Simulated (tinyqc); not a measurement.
What moves the results: Wannier functions of a composite (isolated) pair of valence bands (bonds of an sp chain). A value that a table varies takes the place of the one given here.

Each atom has a hybrid pointing left (<) and right (>). H(k): diagonal +V3 on A, -V3 on B; <A<|A>> = -V1a, <B<|B>> = -V1b, <A>|B<> = -V2, <B>|A<> = -V2p exp(ik); k in 1/a, Bloch sums with exp(ikR). The two lowest bands are filled. Trial functions in cell 0: g1 = cos(c) A> + sin(c) B<, and g2 = sin(c) B> + cos(c) A< of cell 1, whose Bloch vector has cos(c) exp(-ik) on A<. Projection A_mn = <psi_m|g_n>, S = A^+ A, Loewdin U = A S^(-1/2), Bloch-like states w_n = sum_m psi_m U_mn, H_W(k) = U^+ diag(E) U. P = sum_m |psi_m><psi_m| is free of phase choices, and S = g^+ P g, w = P g S^(-1/2).

Parameters, chosen for this exercise:
- V2 = 2.65 eV (coupling in the bond A-B inside the cell)
- V2p = 2.62 eV (coupling in the bond to the next cell)
- V1a = 1.62 eV (coupling of the two hybrids on A)
- V1b = 0.74 eV (the same on B)
- V3 = 1.65 eV (A at +V3, B at -V3)
- xb = 0.4 a (position of B (A at 0))
- c = 45 degrees (trial bonds cos(c) on A, sin(c) on B)

## Choice of the trial bonds

N = 12; centres and spreads in real space with point-like hybrids at R and R + xb; smallest eigenvalue of S over the mesh.

Trial angle:
```
c (deg)  smallest S  centre 1 (a)  centre 2 (a)  sum of centres  total spread (a^2)  H_12(R = 0), mean over k (eV)
15            0.353        0.2957        0.5547          0.8504              0.1069                        -0.5568
30            0.612        0.2957        0.5547          0.8504              0.1063                        -0.5526
45            0.841        0.2957        0.5547          0.8504              0.1060                        -0.5495
55            0.945        0.2957        0.5547          0.8504              0.1059                        -0.5476
65            0.934        0.2957        0.5547          0.8504              0.1058                        -0.5457
75            0.822        0.2957        0.5547          0.8504              0.1058                        -0.5438
85            0.672        0.2957        0.5547          0.8504              0.1059                        -0.5416
```

The sum of the centres stays at 0.8504 a within 0.0000: it gives the electronic polarisation, modulo a, and is fixed by the filled space. Single centres move by less than 0.0001 a here and H_12(0), a matter of gauge, moves by 15 meV. The total spread runs only from 0.1058 to 0.1069 a^2, so the orthogonalisation repairs even poor trials; the projection is best at c = 55 degrees among these rows, and the two bonds, isolated, have c = 61 and 61.

## Interpolating the pair or each band alone

Largest error on 25 points from 0 to pi. Pair: diagonalise the Hermitian part of sum_R exp(ikR) H(R) over the N cells nearest the origin, with H(R) the mean of exp(-ikR) H_W(k) on the mesh k = 2 pi j/N. Alone: the cosine series of each sorted band on the same mesh.

Errors (meV):
```
N      pair  each band alone
3   8.17868        169.00561
4   0.88405         50.02574
5   0.30757         70.04752
6   0.02118         22.14767
8   0.00253         10.65754
10  0.00023          5.41144
14  0.00000          1.90846
```

smallest spacing of the two filled bands = 0.3113 eV

At N = 6 the pair errs by 0.021 meV and the single bands by 22; at N = 10, 0.00023 against 5.4. Both fall exponentially: the pair at a rate tied to the gap to the empty bands (3.90 eV), the single bands at a slower one tied to their own spacing (0.311 eV at the closest). Not every column falls at every step, since even meshes hold k = pi and odd ones do not.

## What each parameter does

N = 12: centres, total spread (point-like hybrids at R and R + xb) and H_12(0). Each row changes one parameter from the base and keeps the others.

Results:
```
case           centre 1 (a)  centre 2 (a)  total spread (a^2)  H_12(0) (eV)
base                 0.2957        0.5547              0.1060       -0.5495
V2 = 3.05 eV         0.2855        0.5525              0.1067       -0.5411
V2p = 3.02 eV        0.2973        0.5699              0.1094       -0.5410
V1a = 1.82 eV        0.2930        0.5583              0.1087       -0.5453
V1b = 0.94 eV        0.2960        0.5548              0.1080       -0.6971
V3 = 2.05 eV         0.3140        0.5275              0.0916       -0.5832
xb = 0.45 a          0.3327        0.5918              0.1032       -0.5495
```

The largest shifts from the base row, up to three for each result and ties (the steps differ in size, so this ranks the rows, not the parameters). centre 1 (a): xb +0.0371, V3 +0.0183, V2 -0.0102. centre 2 (a): xb +0.0372, V3 -0.0272, V2p +0.0152. total spread (a^2): V3 -0.0144, V2p +0.0034, xb -0.0028. H_12(0) (eV): V1b -0.1476, V3 -0.0337, V2p +0.0084, V2 +0.0084; unchanged at the printed digits by xb.

Program tinyqc; command `OMP_NUM_THREADS=1 python tinyqc.py 1450916 1450917 out.jsonl`; about 0.2 s on one thread of a shared Intel(R) Xeon(R) Processor @ 2.30GHz.
